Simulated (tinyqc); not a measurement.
# From period in theta back to film thickness d

Model: X-ray reflectivity of a thin film on silicon: critical angles, Parratt recursion, fringes and roughness. Computed by tinyqc, a small Python program. Command: `OMP_NUM_THREADS=1 python tinyqc.py 3120319 3120320 out.jsonl xrr inv`. One thread of a shared host (Intel(R) Xeon(R) Processor @ 2.30GHz), about 0.01 s of CPU time with the checks.

n = 1 - delta + i beta; the classical electron radius is r_e = 2.8179403e-6 nm. Layer 0 is vacuum, 1 the film, 2 the substrate.

Inputs (values chosen for the exercise, modelled on TiN on silicon, copper K-alpha radiation): wavelength lambda = 0.15406 nm; film density rho = 5.16 g/cm^3; effective electrons per unit mass, film = 0.473 mol/g; beta/delta, film = 0.07; roughness of the surface sigma_1 = 0.86 nm; roughness of the interface sigma_2 = 0.54 nm; substrate density = 2.33 g/cm^3; effective electrons per unit mass, substrate = 0.507 mol/g; beta/delta, substrate = 0.023; grazing angle theta = 1.86 degrees.

Constants: N_A = 6.02214076e+23 1/mol.

Method:
- delta = r_e lambda^2 rho_e/(2 pi), rho_e = density x electrons per mass x N_A; critical angle sqrt(2 delta), q_c = 4 sqrt(pi r_e rho_e).
- k_j = (2 pi/lambda) sqrt(sin^2 theta - 2 delta_j + 2 i beta_j); r_ij = (k_i - k_j)/(k_i + k_j) x exp(-2 k_i k_j sigma^2) (Nevot-Croce); r = (r_01 + r_12 p)/(1 + r_01 r_12 p), p = exp(2 i k_1 d); R = |r|^2.
- Far above the critical angle the period is d theta = lambda/(2 d), or 2 pi/d in q; the envelope runs between (|r_01| - |r_12 p|)^2 and (|r_01| + |r_12 p|)^2; contrast = 2 a b/(a^2 + b^2) with a = |r_01|, b = |r_12 p|; roughness factors on the amplitudes are about exp(-q^2 sigma^2/2).

Question. A run gave the result below. Find the film thickness d, known to lie between 4.4 and 12 nm.

period in theta = 0.7457746 degrees

Answer.

Each step takes the trial c = (a f_b - b f_a)/(f_b - f_a), f being the result less the target and a, b, c the logarithms of the listed values; c replaces end b, the old b replaces a if the sign of f changed, and otherwise f_a is halved.

Scan of the range:
```
film thickness d (nm)  period in theta (degrees)
4.40                                     1.00307
5.20                                     0.84875
6.15                                     0.71764
7.27                                     0.60708
8.59                                     0.51379
10.20                                    0.43270
12.00                                    0.36779
```

False position (Illinois rule, in the logarithm of the input) inside the bracket:
```
step    end a    end b    trial  period in theta (degrees)
1     5.20000  6.15000  5.93251                   0.743951
2     5.20000  5.93251  5.90582                   0.747312
3     5.93251  5.90582  5.91801                   0.745773
4     5.90582  5.91801  5.91800                   0.745775
5     5.90582  5.91800  5.91800                   0.745775
6     5.91800  5.91800  5.91800                   0.745775
```

Period in theta falls at every point of a 13-point scan of the range (every second point is shown), so one value fits; it is bracketed by 5.20 and 6.15. The scan shows a pure power law with exponent -1.0000, so scaling from any one row also gives the answer directly. Answer: film thickness d = 5.918 nm.
